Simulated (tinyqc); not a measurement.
Inside a calculation. Method: RKS/PBE in the sto-6g basis, for BeH+, spin multiplicity 1. Computed by tinyqc, a small Python program that keeps every step (integrals from PySCF). Settings: charge = 1, multiplicity = 1, basis = sto-6g, energy threshold = 1e-10, iteration cap = 87, orthogonalisation = symmetric, start = core, DIIS depth = 4, method = RKS, functional = pbe,pbe, grid = [15, 50]. Command: `OMP_NUM_THREADS=1 python tinyqc.py 24128 24129 out.jsonl` (the two numbers bound the seeds that draw the settings). One thread of a shared host (Intel(R) Xeon(R) Processor @ 2.60GHz), about 0.8 s of CPU time with the checks. Later iterations appear only in the table of the cycle.

## One-electron integrals

Geometry (angstrom):
```
atom        x        y        z
Be    0.00000  0.00000  0.00000
H     0.00000  0.00000  1.50800
```

Basis sto-6g: exponents (1/bohr^2) and contraction coefficients of normalised primitives:
```
element  l (shell)   exponent  coefficient
Be           s (1)  312.87049      0.00916
Be           s (1)   57.36446      0.04936
Be           s (1)   16.04851      0.16854
Be           s (1)    5.51310      0.37056
Be           s (1)    2.14090      0.41649
Be           s (1)    0.88174      0.13033
Be           s (2)   13.63325     -0.01325
Be           s (2)    2.69838     -0.04699
Be           s (2)    0.83865     -0.03379
Be           s (2)    0.32266      0.25024
Be           s (2)    0.14013      0.59512
Be           s (2)    0.06423      0.24071
Be           p (3)   13.63325      0.00376
Be           p (3)    2.69838      0.03768
Be           p (3)    0.83865      0.17390
Be           p (3)    0.32266      0.41804
Be           p (3)    0.14013      0.42586
Be           p (3)    0.06423      0.10171
H            s (1)   35.52322      0.00916
H            s (1)    6.51314      0.04936
H            s (1)    1.82214      0.16854
H            s (1)    0.62596      0.37056
H            s (1)    0.24308      0.41649
H            s (1)    0.10011      0.13033
```

Overlap, kinetic and nuclear-attraction integrals over the contracted functions; the nuclear repulsion is the sum of Za Zb / Rab.

nuclear repulsion = 1.4036531 hartree

overlap S, lower triangle:
```
          1Be 1s   1Be 2s  1Be 2px  1Be 2py  1Be 2pz    2H 1s
1Be 1s   1.00000
1Be 2s   0.25476  1.00000
1Be 2px  0.00000  0.00000  1.00000
1Be 2py  0.00000  0.00000  0.00000  1.00000
1Be 2pz  0.00000  0.00000  0.00000  0.00000  1.00000
2H 1s    0.04963  0.39492  0.00000  0.00000  0.47382  1.00000
```

kinetic energy T (hartree), lower triangle:
```
           1Be 1s   1Be 2s  1Be 2px  1Be 2py  1Be 2pz    2H 1s
1Be 1s    6.76875
1Be 2s   -0.20738  0.22012
1Be 2px   0.00000  0.00000  0.66127
1Be 2py   0.00000  0.00000  0.00000  0.66127
1Be 2pz   0.00000  0.00000  0.00000  0.00000  0.66127
2H 1s    -0.01310  0.04587  0.00000  0.00000  0.14209  0.76852
```

nuclear attraction V (hartree), lower triangle:
```
            1Be 1s    1Be 2s   1Be 2px   1Be 2py   1Be 2pz     2H 1s
1Be 1s   -15.06570
1Be 2s    -1.74013  -2.63681
1Be 2px    0.00000   0.00000  -2.60423
1Be 2py    0.00000   0.00000   0.00000  -2.60423
1Be 2pz   -0.01497  -0.12872   0.00000   0.00000  -2.70169
2H 1s     -0.37195  -1.01109   0.00000   0.00000  -1.20026  -2.63779
```

core Hamiltonian H = T + V (hartree), lower triangle:
```
           1Be 1s    1Be 2s   1Be 2px   1Be 2py   1Be 2pz     2H 1s
1Be 1s   -8.29695
1Be 2s   -1.94751  -2.41669
1Be 2px   0.00000   0.00000  -1.94297
1Be 2py   0.00000   0.00000   0.00000  -1.94297
1Be 2pz  -0.01497  -0.12872   0.00000   0.00000  -2.04042
2H 1s    -0.38505  -0.96522   0.00000   0.00000  -1.05817  -1.86927
```

## Two-electron integrals

Functions are numbered as in S; the eight-fold symmetry (ij|kl) = (ji|kl) = (kl|ij) leaves the list below.

Two-electron integrals (ij|kl) in chemists' order, unique and non-zero (hartree):
```
(11|11) 2.30000   (21|11) 0.36188   (21|21) 0.07193   (22|11) 0.57033
(22|21) 0.13965   (22|22) 0.41777   (31|31) 0.01525   (32|31) 0.02255
(32|32) 0.09234   (33|11) 0.57033   (33|21) 0.13965   (33|22) 0.41777
(33|33) 0.45012   (41|41) 0.01525   (42|41) 0.02255   (42|42) 0.09234
(43|43) 0.02426   (44|11) 0.57033   (44|21) 0.13965   (44|22) 0.41777
(44|33) 0.40160   (44|44) 0.45012   (51|51) 0.01525   (52|51) 0.02255
(52|52) 0.09234   (53|53) 0.02426   (54|54) 0.02426   (55|11) 0.57033
(55|21) 0.13965   (55|22) 0.41777   (55|33) 0.40160   (55|44) 0.40160
(55|55) 0.45012   (61|11) 0.07225   (61|21) 0.01395   (61|22) 0.02702
(61|33) 0.02680   (61|44) 0.02680   (61|51) 0.00138   (61|52) 0.00269
(61|55) 0.02747   (61|61) 0.00286   (62|11) 0.18129   (62|21) 0.04514
(62|22) 0.14793   (62|33) 0.14226   (62|44) 0.14226   (62|51) 0.00628
(62|52) 0.03761   (62|55) 0.15926   (62|61) 0.00971   (62|62) 0.07940
(63|31) 0.00425   (63|32) 0.01959   (63|53) 0.00644   (63|63) 0.00707
(64|41) 0.00425   (64|42) 0.01959   (64|54) 0.00644   (64|64) 0.00707
(65|11) 0.19768   (65|21) 0.04983   (65|22) 0.17051   (65|33) 0.16050
(65|44) 0.16050   (65|51) 0.01013   (65|52) 0.05854   (65|55) 0.19053
(65|61) 0.01122   (65|62) 0.10396   (65|65) 0.14019   (66|11) 0.34928
(66|21) 0.08871   (66|22) 0.32504   (66|33) 0.30174   (66|44) 0.30174
(66|51) 0.01420   (66|52) 0.11024   (66|55) 0.37163   (66|61) 0.01969
(66|62) 0.22383   (66|65) 0.31056   (66|66) 0.77500
```

## Orthogonalisation

S = U s U^T; symmetric (Loewdin) form X = U s^(-1/2) U^T, so that X^T S X = 1.

eigenvalues of S: 0.37146  0.79814  1.00000  1.00000  1.17532  1.65507

X, lower triangle:
```
           1Be 1s    1Be 2s  1Be 2px  1Be 2py   1Be 2pz    2H 1s
1Be 1s    1.02653
1Be 2s   -0.14116   1.11205
1Be 2px   0.00000   0.00000  1.00000
1Be 2py   0.00000   0.00000  0.00000  1.00000
1Be 2pz  -0.00972   0.10139  0.00000  0.00000   1.11886
2H 1s     0.02110  -0.27113  0.00000  0.00000  -0.31904  1.20235
```

## Starting guess

The start is the orbitals of the core Hamiltonian; D = 2 C_occ C_occ^T.

D at the start, lower triangle:
```
           1Be 1s   1Be 2s  1Be 2px  1Be 2py  1Be 2pz    2H 1s
1Be 1s    2.09264
1Be 2s   -0.33340  1.14696
1Be 2px   0.00000  0.00000  0.00000
1Be 2py   0.00000  0.00000  0.00000  0.00000
1Be 2pz  -0.21396  0.89346  0.00000  0.00000  0.69703
2H 1s    -0.01701  0.14175  0.00000  0.00000  0.11097  0.01781
```

## Iteration 1: exchange-correlation on the grid

Becke grid with 15 radial and 50 angular points per atom, points of zero weight dropped. rho = sum D_ij phi_i phi_j; V_xc,ij = sum w v_xc phi_i phi_j plus the gradient terms; v_xc is d(rho eps)/d rho at fixed gradient.

The 16 grid points with the largest w rho, of 1490 (bohr, atomic units):
```
x                y        z        w      rho  |grad rho|^2    eps_xc      v_xc
1.44661    0.00000  1.44661  0.77213  0.03842       0.00278  -0.29976  -0.37460
0.00000   -1.44661  1.44661  0.77213  0.03842       0.00278  -0.29976  -0.37460
0.00000    1.44661  1.44661  0.77213  0.03842       0.00278  -0.29976  -0.37460
-1.44661   0.00000  1.44661  0.77213  0.03842       0.00278  -0.29976  -0.37460
0.42212   -0.42212  1.26635  0.26655  0.09963       0.00677  -0.39603  -0.51565
0.42212    0.42212  1.26635  0.26655  0.09963       0.00677  -0.39603  -0.51565
-0.42212  -0.42212  1.26635  0.26655  0.09963       0.00677  -0.39603  -0.51565
-0.42212   0.42212  1.26635  0.26655  0.09963       0.00677  -0.39603  -0.51565
1.18115   -1.18115  1.18115  0.78229  0.03104       0.00199  -0.28231  -0.34781
1.18115    1.18115  1.18115  0.78229  0.03104       0.00199  -0.28231  -0.34781
-1.18115  -1.18115  1.18115  0.78229  0.03104       0.00199  -0.28231  -0.34781
-1.18115   1.18115  1.18115  0.78229  0.03104       0.00199  -0.28231  -0.34781
0.98995    0.00000  0.98995  0.30924  0.07494       0.00648  -0.36382  -0.46954
0.00000   -0.98995  0.98995  0.30924  0.07494       0.00648  -0.36382  -0.46954
0.00000    0.98995  0.98995  0.30924  0.07494       0.00648  -0.36382  -0.46954
-0.98995   0.00000  0.98995  0.30924  0.07494       0.00648  -0.36382  -0.46954
```

electrons on the grid, sum of w rho = 4.00290

E_xc = sum of w rho eps_xc = -2.9156925 hartree

V_xc (hartree), lower triangle:
```
           1Be 1s    1Be 2s   1Be 2px   1Be 2py   1Be 2pz     2H 1s
1Be 1s   -1.48958
1Be 2s   -0.18643  -0.26576
1Be 2px   0.00000   0.00000  -0.25923
1Be 2py   0.00000   0.00000   0.00000  -0.25923
1Be 2pz  -0.00938  -0.09337   0.00000   0.00000  -0.27877
2H 1s    -0.04068  -0.13121   0.00000   0.00000  -0.16513  -0.32011
```

## Iteration 1: building the Kohn-Sham matrix

J_ij = sum D_kl (ij|kl); F = H + J + V_xc; E = tr D H + tr D J / 2 + E_xc + E_nn.

Coulomb J (hartree), lower triangle:
```
          1Be 1s   1Be 2s  1Be 2px  1Be 2py  1Be 2pz    2H 1s
1Be 1s   5.72249
1Be 2s   0.99181  1.95540
1Be 2px  0.00000  0.00000  1.93989
1Be 2py  0.00000  0.00000  0.00000  1.93989
1Be 2pz  0.03801  0.18088  0.00000  0.00000  1.98642
2H 1s    0.20175  0.74372  0.00000  0.00000  0.87484  1.64005
```

Kohn-Sham matrix F (hartree), lower triangle:
```
           1Be 1s    1Be 2s   1Be 2px   1Be 2py   1Be 2pz     2H 1s
1Be 1s   -4.06404
1Be 2s   -1.14213  -0.72705
1Be 2px   0.00000   0.00000  -0.26230
1Be 2py   0.00000   0.00000   0.00000  -0.26230
1Be 2pz   0.01366  -0.04121   0.00000   0.00000  -0.33277
2H 1s    -0.22398  -0.35271   0.00000   0.00000  -0.34846  -0.54932
```

total energy of this density = -14.6846517 hartree

## Iteration 1: diagonalisation and new density

Diagonalise F' = X^T F X, C = X C', fill 2 alpha and 2 beta electrons from the bottom; D = 2 C_occ C_occ^T. Each column has its largest component positive (the first on a tie).

F' = X^T F X (hartree), lower triangle:
```
          1         2         3         4         5         6
1  -3.97415
2  -0.57803  -0.46030
3   0.00000   0.00000  -0.26230
4   0.00000   0.00000   0.00000  -0.26230
5   0.00751   0.04313   0.00000   0.00000  -0.21755
6  -0.02423  -0.16381   0.00000   0.00000  -0.21455  -0.39156
```

orbital energies (hartree): MO1 -4.06751, MO2 -0.59441, MO3 -0.35610, MO4 -0.26230, MO5 -0.26230, MO6 -0.02555

coefficients C:
```
              MO1       MO2       MO3      MO4       MO5       MO6
1Be 1s    0.99129  -0.14023  -0.24099  0.00000   0.00000  -0.11760
1Be 2s    0.03334   0.35895   0.89992  0.00000   0.00000   0.63290
1Be 2px   0.00000   0.00000   0.00000  0.97505  -0.22197   0.00000
1Be 2py   0.00000   0.00000   0.00000  0.22197   0.97505   0.00000
1Be 2pz  -0.00107   0.24013  -0.47717  0.00000   0.00000   1.03858
2H 1s    -0.00516   0.69018  -0.28659  0.00000   0.00000  -1.03096
```

D after iteration 1, lower triangle:
```
           1Be 1s   1Be 2s  1Be 2px  1Be 2py  1Be 2pz    2H 1s
1Be 1s    2.00464
1Be 2s   -0.03456  0.25991
1Be 2px   0.00000  0.00000  0.00000
1Be 2py   0.00000  0.00000  0.00000  0.00000
1Be 2pz  -0.06948  0.17232  0.00000  0.00000  0.11533
2H 1s    -0.20381  0.49513  0.00000  0.00000  0.33148  0.95276
```

Within a degenerate level the vectors are fixed only up to a rotation; this is one choice.

## Iteration 2: exchange-correlation on the grid

As before.

The 16 grid points with the largest w rho, of 1490 (bohr, atomic units):
```
x                y         z        w      rho  |grad rho|^2    eps_xc      v_xc
0.61684    0.61684   1.85051  0.41369  0.05749       0.00729  -0.33875  -0.42439
0.61684   -0.61684   1.85051  0.41369  0.05749       0.00729  -0.33875  -0.42439
-0.61684   0.61684   1.85051  0.41369  0.05749       0.00729  -0.33875  -0.42439
-0.61684  -0.61684   1.85051  0.41369  0.05749       0.00729  -0.33875  -0.42439
-0.22063   0.00000  -0.22063  0.00550  3.20900     553.39063  -1.24883  -1.41463
0.00000    0.22063  -0.22063  0.00550  3.20900     553.39063  -1.24883  -1.41463
0.22063    0.00000  -0.22063  0.00550  3.20900     553.39063  -1.24883  -1.41463
0.00000   -0.22063  -0.22063  0.00550  3.20900     553.39063  -1.24883  -1.41463
0.22063   -0.22063   0.00000  0.00550  3.18927     550.79583  -1.24738  -1.41083
-0.22063   0.22063   0.00000  0.00550  3.18927     550.79583  -1.24738  -1.41083
-0.22063  -0.22063   0.00000  0.00550  3.18927     550.79583  -1.24738  -1.41083
0.22063    0.22063   0.00000  0.00550  3.18927     550.79583  -1.24738  -1.41083
-0.22063   0.00000   0.22063  0.00550  3.17335     547.30493  -1.24599  -1.40798
0.00000   -0.22063   0.22063  0.00550  3.17335     547.30493  -1.24599  -1.40798
0.22063    0.00000   0.22063  0.00550  3.17335     547.30493  -1.24599  -1.40798
0.00000    0.22063   0.22063  0.00550  3.17335     547.30493  -1.24599  -1.40798
```

electrons on the grid, sum of w rho = 4.00384

E_xc = sum of w rho eps_xc = -2.9415100 hartree

V_xc (hartree), lower triangle:
```
           1Be 1s    1Be 2s   1Be 2px   1Be 2py   1Be 2pz     2H 1s
1Be 1s   -1.47579
1Be 2s   -0.18128  -0.22987
1Be 2px   0.00000   0.00000  -0.21660
1Be 2py   0.00000   0.00000   0.00000  -0.21660
1Be 2pz  -0.00439  -0.07848   0.00000   0.00000  -0.25638
2H 1s    -0.03890  -0.14213   0.00000   0.00000  -0.19169  -0.47160
```

## Iteration 2: building the Kohn-Sham matrix

As before.

Coulomb J (hartree), lower triangle:
```
          1Be 1s   1Be 2s  1Be 2px  1Be 2py  1Be 2pz    2H 1s
1Be 1s   5.41358
1Be 2s   0.92943  1.84862
1Be 2px  0.00000  0.00000  1.81240
1Be 2py  0.00000  0.00000  0.00000  1.81240
1Be 2pz  0.03155  0.20868  0.00000  0.00000  1.92106
2H 1s    0.18944  0.78606  0.00000  0.00000  0.96509  2.01533
```

Kohn-Sham matrix F (hartree), lower triangle:
```
           1Be 1s    1Be 2s   1Be 2px   1Be 2py   1Be 2pz     2H 1s
1Be 1s   -4.35916
1Be 2s   -1.19936  -0.79795
1Be 2px   0.00000   0.00000  -0.34716
1Be 2py   0.00000   0.00000   0.00000  -0.34716
1Be 2pz   0.01220   0.00148   0.00000   0.00000  -0.37574
2H 1s    -0.23451  -0.32129   0.00000   0.00000  -0.28476  -0.32554
```

total energy of this density = -14.8133710 hartree

## Iteration 2: DIIS over 2 matrices

error matrix X^T (FDS - SDF) X:
```
          1         2        3        4         5         6
1   0.00000  -0.04206  0.00000  0.00000   0.01344   0.05495
2   0.04206   0.00000  0.00000  0.00000  -0.02201  -0.23430
3   0.00000   0.00000  0.00000  0.00000   0.00000   0.00000
4   0.00000   0.00000  0.00000  0.00000   0.00000   0.00000
5  -0.01344   0.02201  0.00000  0.00000   0.00000  -0.16125
6  -0.05495   0.23430  0.00000  0.00000   0.16125   0.00000
```

B (overlaps of the stored error matrices):
```
                1               2
1   6.1751279e-01  -2.7622435e-01
2  -2.7622435e-01   1.7270919e-01
```

Minimise |sum c_i e_i|^2 with sum c_i = 1: solve [B -1; -1 0][c; lambda] = [0; -1] with B_ij = tr e_i^T e_j, and take F = sum c_i F_i.

DIIS coefficients: 0.33436  0.66564

extrapolated F (hartree), lower triangle:
```
           1Be 1s    1Be 2s   1Be 2px   1Be 2py   1Be 2pz     2H 1s
1Be 1s   -4.26048
1Be 2s   -1.18023  -0.77424
1Be 2px   0.00000   0.00000  -0.31879
1Be 2py   0.00000   0.00000   0.00000  -0.31879
1Be 2pz   0.01269  -0.01279   0.00000   0.00000  -0.36137
2H 1s    -0.23099  -0.33180   0.00000   0.00000  -0.30606  -0.40036
```

## Iteration 2: diagonalisation and new density

As before.

F' = X^T F X (hartree), lower triangle:
```
          1         2         3         4         5         6
1  -4.17134
2  -0.58457  -0.50900
3   0.00000   0.00000  -0.31879
4   0.00000   0.00000   0.00000  -0.31879
5   0.00422   0.06138   0.00000   0.00000  -0.26382
6  -0.02731  -0.17032   0.00000   0.00000  -0.20405  -0.22385
```

orbital energies (hartree): MO1 -4.26311, MO2 -0.52679, MO3 -0.40062, MO4 -0.31879, MO5 -0.31879, MO6 0.02252

coefficients C:
```
              MO1       MO2       MO3      MO4       MO5       MO6
1Be 1s    0.99261  -0.21833   0.16772  0.00000   0.00000   0.11466
1Be 2s    0.02851   0.69843  -0.65477  0.00000   0.00000  -0.65042
1Be 2px   0.00000   0.00000   0.00000  0.60086   0.79936   0.00000
1Be 2py   0.00000   0.00000   0.00000  0.79936  -0.60086   0.00000
1Be 2pz  -0.00117   0.21634   0.67390  0.00000   0.00000  -0.92901
2H 1s    -0.00446   0.42654   0.31790  0.00000   0.00000   1.15688
```

D after iteration 2, lower triangle:
```
           1Be 1s   1Be 2s  1Be 2px  1Be 2py  1Be 2pz    2H 1s
1Be 1s    2.06591
1Be 2s   -0.24839  0.97722
1Be 2px   0.00000  0.00000  0.00000
1Be 2py   0.00000  0.00000  0.00000  0.00000
1Be 2pz  -0.09680  0.30212  0.00000  0.00000  0.09361
2H 1s    -0.19512  0.59555  0.00000  0.00000  0.18456  0.36390
```

Within a degenerate level the vectors are fixed only up to a rotation; this is one choice.

## Iteration 8 (converged): orbitals

converged F (hartree), lower triangle:
```
           1Be 1s    1Be 2s   1Be 2px   1Be 2py   1Be 2pz     2H 1s
1Be 1s   -4.25283
1Be 2s   -1.17965  -0.78787
1Be 2px   0.00000   0.00000  -0.33084
1Be 2py   0.00000   0.00000   0.00000  -0.33084
1Be 2pz   0.00982  -0.01976   0.00000   0.00000  -0.37820
2H 1s    -0.23123  -0.34588   0.00000   0.00000  -0.32728  -0.46251
```

As before.

F' = X^T F X (hartree), lower triangle:
```
          1         2         3         4         5         6
1  -4.16363
2  -0.58353  -0.52248
3   0.00000   0.00000  -0.33084
4   0.00000   0.00000   0.00000  -0.33084
5   0.00166   0.05676   0.00000   0.00000  -0.27681
6  -0.02629  -0.16711   0.00000   0.00000  -0.20520  -0.29213
```

orbital energies (hartree): MO1 -4.25555, MO2 -0.56162, MO3 -0.41725, MO4 -0.33084, MO5 -0.33084, MO6 -0.02063

coefficients C:
```
              MO1       MO2       MO3      MO4       MO5       MO6
1Be 1s    0.99244  -0.19657  -0.19230  0.00000   0.00000   0.11692
1Be 2s    0.02923   0.60369   0.74308  0.00000   0.00000  -0.65033
1Be 2px   0.00000   0.00000   0.00000  0.20297   0.97918   0.00000
1Be 2py   0.00000   0.00000   0.00000  0.97918  -0.20297   0.00000
1Be 2pz  -0.00021   0.24319  -0.61652  0.00000   0.00000  -0.96165
2H 1s    -0.00495   0.50258  -0.31371  0.00000   0.00000   1.12710
```

D after iteration 8, lower triangle:
```
           1Be 1s   1Be 2s  1Be 2px  1Be 2py  1Be 2pz    2H 1s
1Be 1s    2.04716
1Be 2s   -0.17931  0.73059
1Be 2px   0.00000  0.00000  0.00000
1Be 2py   0.00000  0.00000  0.00000  0.00000
1Be 2pz  -0.09602  0.29361  0.00000  0.00000  0.11828
2H 1s    -0.20741  0.60652  0.00000  0.00000  0.24445  0.50523
```

Within a degenerate level the vectors are fixed only up to a rotation; this is one choice.

## Convergence

Stop when the energy changes by less than 1e-10 hartree and every element of the error matrix X^T (F D S - S D F) X is below 3e-06.

Course of the cycle:
```
iteration  E (hartree)     change  largest element of the error matrix
1          -14.6846517          -                             3.10e-01
2          -14.8133710  -1.29e-01                             2.34e-01
3          -14.8619420  -4.86e-02                             1.05e-01
4          -14.8722170  -1.03e-02                             2.62e-03
5          -14.8722388  -2.18e-05                             1.51e-03
6          -14.8722408  -2.02e-06                             8.76e-05
7          -14.8722408  -7.21e-09                             8.73e-07
8          -14.8722408  -7.85e-13                             1.93e-08
```

PySCF RKS in the same basis, fine grid = -14.8670667 hartree

Converged in 8 iterations. The coarse grid moves the energy by -5.17e-03 hartree.

## Populations, bond orders and dipole

Mulliken: Z minus the diagonal of D S on the atom; Loewdin: the same with S^(1/2) D S^(1/2); Mayer order: 2 sum_s sum (D(s) S)_ij (D(s) S)_ji over the two atoms.

Charges (e):
```
atom  Mulliken  Loewdin
1Be    0.85028  0.87125
2H     0.14972  0.12875
```

Mayer bond orders:
```
pair    order
2-1   0.97758
```

dipole moment about the origin, x y z (debye): 0.00000  0.00000  -1.95152
